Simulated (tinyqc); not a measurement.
Octagonal on-chip spiral inductor, lumped pi model: two steps of the calculation.

Outer diameter do = di + 2 n wd + 2 (n - 1) sp, mean da = (do + di)/2, fill p = (do - di)/(do + di), length l = 3.314 n da. L = 2.25 mu0 n^2 da/(1 + 3.55 p), mu0 = 4 pi 1e-7 H/m. Rs = rho l/(wd delta (1 - exp(-th/delta))), delta = sqrt(rho/(pi f mu0)). Cs = n wd^2 eps0 eo/hu across the coil. At each end Cox = l wd eps0 eo/(2 ho) leads to the substrate branch Rsi = 2 rs he/(l wd) in parallel with Csi = l wd eps0 11.7/(2 he). With one end grounded Y = 1/(Rs + i w L) + i w Cs + 1/[1/(i w Cox) + 1/(1/Rsi + i w Csi)], w = 2 pi f; Q = -Im Y/Re Y. Eddy currents in neighbouring turns and in the substrate are left out.

Inputs (values chosen for the exercise); values of the order met in silicon radio-frequency processes:
```
symbol  value     unit                                     meaning
n         3.5                                      number of turns
wd         15       um                                  line width
sp        1.5       um                         space between turns
di         80       um                              inner diameter
th          4       um                             metal thickness
rho       2.2  uohm cm                           metal resistivity
ho        9.6       um                        oxide below the coil
hu        0.9       um            oxide between coil and underpass
eo        3.9                   relative permittivity of the oxide
rs         10   ohm cm                       substrate resistivity
he         30       um  effective spreading depth in the substrate
f         1.2      GHz                                   frequency
```

Constants: eps0 = 8.8541878128e-12 F/m. Results are converted to the units shown.

Task 1. Geometry and model elements. do, l, L, delta, Rs, Cs, Cox, Rsi and Csi as defined.

Find: do; l; L; delta; Rs; Cs; Cox; Rsi; Csi.

Result 1.

do = 192.5 um
l = 1580 um
L = 1.914 nH
delta = 2.155 um
Rs = 1.275 ohm
Cs = 30.21 fF
Cox = 42.63 fF
Rsi = 253.1 ohm
Csi = 40.93 fF

Task 2. Admittance, quality factor and apparent inductance. Series branch 1/(Rs + i w L), substrate branch, total Y, Q = -Im Y/Re Y, apparent inductance Im(1/Y)/w, metal-only value w L/Rs, share of the loss in the substrate Re(substrate branch)/Re Y.

L = 1.9140047 nH
Rs = 1.2748047 ohm
Cs = 30.214916 fF
Cox = 42.634427 fF
Rsi = 253.10629 ohm
Csi = 40.929050 fF

Give: series branch; substrate branch; Y; Q; apparent inductance; w L/Rs; share of the loss in the substrate.

Result 2.

series branch = 6.074-68.758i mS
substrate branch = 0.02551+0.31739i mS
Y = 6.099-68.212i mS
Q = 11.184
apparent inductance = 1.9289 nH
w L/Rs = 11.320
share of the loss in the substrate = 0.41818 %

Q is 98.8 % of the metal-only value.

tinyqc, about 0.01 s, one thread, Intel Xeon 2.30GHz (shared host): `OMP_NUM_THREADS=1 python tinyqc.py 2302022 2302023 out.jsonl`
